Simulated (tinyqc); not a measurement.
Energy and delay of logic against supply voltage: two steps of the calculation.

One expression serves below and above threshold: I(Vg) = Ik [ln(1 + exp((Vg - VT + dd V)/(al nf Vt)))]^al, with I_on = I(V) and I_off = I(0). Gate delay td = kd C V/I_on, clock period LD td. Per gate and cycle the switching energy is act C V^2 and the leakage energy I_off V LD td. No short-circuit current, no variation. Minima are sought above 0.09 V; below a few Vt gates no longer switch and the model has no meaning.

Inputs (values chosen for the exercise); values of the order met in logic technologies:
```
symbol,value,unit,meaning
T,330,K,temperature
VT,0.39,V,threshold voltage at zero drain bias
nf,1.06,,slope factor
dd,0.1,,barrier lowering per volt of supply
Ik,0.31,uA,specific current of a gate
al,1.37,,exponent of the current law
C,0.76,fF,load capacitance of a gate
kd,1.1,,delay factor
LD,40,,logic depth
act,0.02,,activity factor
V,0.82,V,supply voltage
```

Constants: q = 1.602176634e-19 C, kB = 1.380649e-23 J/K, Vt = kB T/q. Results are converted to the units shown.

Task 1. Currents, delay and energies. I_on, I_off, td, clock frequency 1/(LD td), both energies and their sum.

Wanted: I_on; I_off; td; clock frequency; switching energy; leakage energy; energy.

Result 1.

I_on = 9.756 uA
I_off = 0.01131 nA
td = 70.27 ps
clock frequency = 0.3558 GHz
switching energy = 10.22 aJ
leakage energy = 0.02608 aJ
energy = 10.25 aJ

I_on/I_off = 8.62e5; leakage makes up 0.255 % of the energy.

Task 2. New V. Minimum-energy supply: E(V) is the energy per gate and cycle; with h = 0.001 V, E' = (E(V + h) - E(V - h))/(2 h), E'' = (E(V - h) - 2 E(V) + E(V + h))/h^2, V(new) = V - E'/E''.

V after iteration 1 = 0.26221170 V

Wanted: E'; E''; V after iteration 2.

Result 2.

E' = -1.804 aJ/V
E'' = 268.8 aJ/V^2
V after iteration 2 = 0.2689 V

tinyqc, about 0.01 s, one thread, Intel Xeon 2.30GHz (shared host): `OMP_NUM_THREADS=1 python tinyqc.py 2082020 2082021 out.jsonl`
